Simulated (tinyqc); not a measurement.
Worked calculation: deep level with several charge states, and Shockley-Read-Hall recombination. Values are carried at full precision from step to step, so a last printed digit may differ when a step is redone from the rounded ones.

Energies from Ev. The defect has charge states 0, -1, -2 with weights 1, gm exp((EF - E1)/kT), exp((2 EF - E1 - E2)/kT); the shares are the weights over their sum. Boltzmann carriers: n = Nc exp((EF - Eg)/kT), p = Nv exp(-EF/kT). Neutrality: p - n + Nd + Nt <q> = 0.

Constants: kB = 8.617333262e-05 eV/K.

Inputs chosen for the exercise (gap and densities of states near those of Si at this temperature; shifted at random, so the results belong to these values and not to a real crystal):
- Eg = 1.101 eV (gap)
- Nc = 3.38e+19 1/cm^3 (conduction-band density of states)
- Nv = 1.51e+19 1/cm^3 (valence-band density of states)
- T = 350 K
- E1 = 0.527 eV (level (0/-1) above Ev)
- E2 = 0.849 eV (level (-1/-2) above Ev)
- gm = 1 (degeneracy of the middle state, the others 1)
- Nt = 3.2e+15 1/cm^3 (defects)
- Nd = -1.3e+15 1/cm^3 (ionised shallow donors minus acceptors)
- E_try = 0.196 eV (trial Fermi level)
- Et = 0.527 eV (recombination level above Ev)
- sn = 2.3e-15 cm^2 (electron capture cross-section)
- sp_ = 2e-16 cm^2 (hole capture cross-section)
- vth = 18000000 cm/s (thermal velocity, both carriers)
- Nm = 3.2e+16 1/cm^3 (equilibrium holes for the lifetime steps)
- dn = 2.3e+16 1/cm^3 (excess pairs)

## Charge states at a trial Fermi level

Form the exponents, the shares, the mean charge and the residual of neutrality at EF = E_try.

exponents of the second and third weights: -10.975  -32.625

shares: 0 1.0000, -1 0.0000, -2 0.0000

<q> = 0.0000

n, p (1/cm^3): 3.14e+06  2.27e+16

residual = 2.14e+16 1/cm^3

The residual is positive, so EF must rise.

## The neutral state

Solve for EF.

EF = 0.2823 eV

shares at EF: 0 1.000, -1 0.000, -2 0.000

n = 5.49e+07 1/cm^3
p = 1.30e+15 1/cm^3

Without the defects the majority density would be 1.30e+15 1/cm^3; with them the density of these carriers is 1.30e+15, nearly the same. Most defects are in the state 0.

## Recombination through one level

One level at Et with degeneracy 1: tn = 1/(sn vth Nt), tp = 1/(sp_ vth Nt), n1 = Nc exp((Et - Eg)/kT), p1 = Nv exp(-Et/kT), ni^2 = n1 p1. Equilibrium p0 = Nm, n0 = ni^2/Nm; n = n0 + dn, p = p0 + dn. U = (n p - ni^2)/(tp (n + n1) + tn (p + p1)), lifetime dn/U; emission rates en = sn vth n1, ep = sp_ vth p1.

Evaluate each quantity.

tn, tp (microsecond): 0.007548  0.08681

n1, p1 (1/cm^3): 1.84e+11  3.90e+11

U = 5.25e+23 1/(cm^3 s)
lifetime = 0.0438 microsecond

The lifetime is 5.809 times the minority capture time tn and 0.465 times tn + tp, the limit of high injection.

## Emission and generation in a depleted region

With n = p = 0 the level generates pairs at G = Nt en ep/(en + ep); generation lifetime tg = ni/G; current density e G W for a width W = 1 micrometre, e = 1.602176634e-19 C.

en, ep (1/s): 7.60e+03  1.40e+03

G = 3.79e+18 1/(cm^3 s)
tg = 0.0706 microsecond
current density = 6.07e-05 A/cm^2

The slower step, hole emission, limits the rate: en/ep = 5.42.

## Checks

- U against hole capture minus emission at the steady occupation of the level (1/(cm^3 s)): both 5.245e+23.

Computed by tinyqc, a small Python program: `OMP_NUM_THREADS=1 python tinyqc.py 1650156 1650157 out.jsonl` (the numbers bound the seed that draws the inputs); one thread of a shared host (Intel(R) Xeon(R) Processor @ 2.30GHz), about 0.01 s for the whole set of steps.
